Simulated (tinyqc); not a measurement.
Precursor delivery by bubblers, mass-transport growth and the solid composition of a III-V alloy. Changing the carrier flow F2. Computed by tinyqc, a small Python program. Command: `OMP_NUM_THREADS=1 python tinyqc.py 3017087 3017088 out.jsonl movpe_thermo sweep`. One thread of a shared host (Intel(R) Xeon(R) Processor @ 2.30GHz), about 0.02 s of CPU time with the checks.

1 sccm = 44.615 micromol/min; 1 torr = 133.322 Pa. The sources decompose fully at the surface.

Inputs (values chosen for the exercise, modelled on trimethylgallium (source 1) and trimethylindium (source 2) for the vapour pressures):
```
quantity                                                                                                  value        unit
bath temperature T1                                                                                         259           K
bath temperature T2                                                                                         289           K
bubbler pressure p_b                                                                                       1400        torr
carrier flow F1                                                                                             2.2        sccm
total flow F_t                                                                                              4.2         slm
group-V flow F_V                                                                                            110        sccm
reactor pressure p                                                                                          100        torr
growth temperature T                                                                                       1000           K
diffusivity at 273 K and 760 torr                                                                          0.47      cm^2/s
flow cross-section A                                                                                         29        cm^2
distance from the leading edge z                                                                            3.2          cm
lattice constant a                                                                                         5.65    angstrom
interaction L0 of the solid                                                                                21.2      kJ/mol
log10 of p_B,eq over pure BC at 1000 K and 1 torr of group V (exaggerated: liquid indium has about -4.1)     -2  log10 torr
enthalpy of that equilibrium H                                                                              327      kJ/mol
```

Alloy: mixing on the group-III sites, with desorption of B.

constants a, b of source 1 (log10 torr, K): 8.088  1703

constants a, b of source 2 (log10 torr, K): 10.55  3014

Constants: k_B = 1.380649e-23 J/K; R = 8.314462618 J/(mol K).

Method:
- log10 p_v = a - b/T_bath; molar flow = F x 44.615 x p_v/(p_b - p_v) for a saturated bubbler.
- p_i = p n_i/(44615 F_t), F_t in slm; p_V = p F_V/(1000 F_t), counted per molecule supplied; V/III = 44.615 F_V/(n1 + n2); vapour fraction of source 2 = n2/(n1 + n2).
- Mean velocity u = (F_t/A)(760/p)(T/273); D = D0 (T/273)^1.75 (760/p); boundary layer delta = sqrt(pi D z/u); flux = D dp/(delta k_B T); growth rate = flux x a^3/4.
- A sticks fully. B desorbs: its surface pressure is p_B* = x gamma_B K/sqrt(p_V), ln gamma_B = L0 (1 - x)^2/(R T), K = 10^(log10 K at 1000 K) exp[-(H/R)(1/T - 1/1000)], p_V in torr. With equal diffusivities x = (p_2 - p_B*)/(p_1 + p_2 - p_B*). Growth rate = rate per torr x p_1/(1 - x).

One run for each value:
```
carrier flow F2 (sccm)  solid fraction x  vapour fraction of source 2  growth rate (micrometre/h)  V/III ratio
42                               0.01251                      0.43093                      0.3013       1194.9
72                               0.02252                      0.56487                      0.3044        913.7
120                              0.04104                      0.68390                      0.3103        663.7
210                              0.09018                      0.79107                      0.3270        438.7
350                              0.65722                      0.86321                      0.8680        287.2
590                              0.86030                      0.91407                      2.1297        180.4
1000                             0.93038                      0.94745                      4.2735        110.3
1700                             0.96278                      0.96841                      7.9927         66.3
```

Over the rows, solid fraction x rises from 0.0125 to 0.963 (exponent d ln y / d ln x 1.1 between the first rows and 0.065 between the last); vapour fraction of source 2 rises from 0.431 to 0.968 (exponent d ln y / d ln x 0.50 between the first rows and 0.041 between the last); growth rate (micrometre/h) rises from 0.301 to 7.99 (exponent d ln y / d ln x 0.019 between the first rows and 1.2 between the last).

Caution (all rows): the boundary layer is a quarter or more of the root of the cross-section, so it fills much of the channel and depletion along the flow matters. Caution (rows 350): x lies inside the spinodal of the bulk alloy, 2 L0 x (1 - x) > R T; only kinetics or coherency strain keep such a layer uniform.

Extremes, crossings and ranges named in words are read from the listed rows.
